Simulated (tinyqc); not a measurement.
From one set of inputs to another, one input at a time: Keating valence-force model of a tetrahedral crystal. Computed by tinyqc, a small Python program. Command: `OMP_NUM_THREADS=1 python tinyqc.py 3017714 3017715 out.jsonl keating ladder`. One thread of a shared host (Intel(R) Xeon(R) Processor @ 2.30GHz), about 0.07 s of CPU time with the checks.

Atom A sits at 0 and atom B at a/4 (1,1,1) of an fcc lattice; the four bonds from A are t = a/4 (1,1,1), a/4 (1,-1,-1), a/4 (-1,1,-1), a/4 (-1,-1,1), of length d = sqrt(3) a/4. Energy: E = (3 alpha/(8 d^2)) sum over bonds (r.r - d^2)^2 + (3 beta/(8 d^2)) sum over pairs of bonds at one atom (r_i.r_j + d^2/3)^2, with beta_A for the six pairs at A and beta_B for the six at B. The cell holds two atoms, Omega = a^3/4. 1 N/m = 1 J/m^2.

The inputs printed are set A. Inputs not listed in the table keep their values of set A, so the rows need not describe a real material.

Inputs (values chosen for the exercise, for a model crystal):
```
quantity               value      unit
lattice constant a     4.936  angstrom
mass M_A                13.6         u
mass M_B                 108         u
bond stretching alpha   88.3       N/m
bond bending beta_A     18.9       N/m
bond bending beta_B       15       N/m
mesh divisions n           4         -
temperature T             77         K
```

Structure: zinc blende.

Constants: nu for 1 eV/(angstrom^2 u) = 15.6333042 THz; 1 eV/angstrom^2 = 16.02176634 J/m^2; h x 1 THz = 4.135667696 meV; k_B = 8.617333262e-05 eV/K.

Method:
- beta = (beta_A + beta_B)/2; C11 = (alpha + 3 beta)/a, C12 = (alpha - beta)/a, C44 = 4 alpha beta/(a (alpha + beta)); with the two sublattices clamped C44(0) = (alpha + beta)/a; internal-strain parameter zeta = (alpha - beta)/(alpha + beta); B = (C11 + 2 C12)/3.
- With displacements u exp(i q.r), each bracket changes by g.u, where g = (g_A, g_B): bond t, g = (-2 t, 2 t exp(i q.t)); pair (i, j) at A, g = (-(t_i + t_j), t_i exp(i q.t_j) + t_j exp(i q.t_i)); pair at B, g = (-t_i exp(-i q.t_j) - t_j exp(-i q.t_i), t_i + t_j). Then D_mn = sum over the 4 bonds and 12 pairs of (4 k/a^2) conj(g_m) g_n / sqrt(M_m M_n), with k = alpha or beta converted to eV/angstrom^2. Only the short-range forces enter; the Coulomb field of the charges is left out.
- An eigenvalue lambda of D in eV/(angstrom^2 u) gives nu = 15.6333042 THz x sqrt(lambda).
- Take the lowest frequency at X = (1, 0, 0) 2 pi/a, the transverse acoustic (TA) mode.
- Mesh: q = sum_i (m_i + 1/2)/n b_i, m_i = 0..n-1, with b = [[-1, 1, 1], [1, -1, 1], [1, 1, -1]] in 2 pi/a; sums over the six modes are averaged over the n^3 points and halved, per atom.
- With x = h nu/(k_B T) and n = 1/(exp(x) - 1) for each mode: F = k_B T [x/2 + ln(1 - exp(-x))], U = k_B T x (n + 1/2), S/k_B = x n - ln(1 - exp(-x)), C/k_B = x^2 n (n + 1).
- The acoustic share counts the three lowest modes at each q; zero-point energy = sum h nu/2.

Each row keeps all changes above it:
```
input moved                     from     to  C11 (GPa)  TA frequency at X (THz)  entropy S (k_B/atom)
set A                              -      -     281.91                   5.5014                0.3021
bond stretching alpha (N/m)     88.3   43.5     191.15                   5.1808                0.3696
lattice constant a (angstrom)  4.936   5.41     174.40                   5.1808                0.3696
mass M_A (u)                    13.6  65.38     174.40                   4.7982                0.4974
temperature T (K)                 77    400     174.40                   4.7982                4.0371
mass M_B (u)                     108  32.06     174.40                   6.3072                3.1994
bond bending beta_A (N/m)       18.9   4.79     135.28                   4.8982                3.5462
```

Which inputs carry the difference?

C11 goes from 282 to 135, a factor 0.480 in all. The largest single move comes from bond stretching alpha (a factor 0.678). TA frequency at X goes from 5.50 to 4.90, a factor 0.890 in all. The largest single move comes from mass M_B (a factor 1.31), but it runs against the net change; the largest move in the direction of the net change is bond bending beta_A (a factor 0.777). Entropy S goes from 0.302 to 3.55, a factor 11.7 in all. The largest single move comes from temperature T (a factor 8.12), and mass M_B works against it (a factor 0.792). The single moves hold for this order of the switches; the total does not depend on the order.

Extremes, crossings and ranges named in words are read from the listed rows.
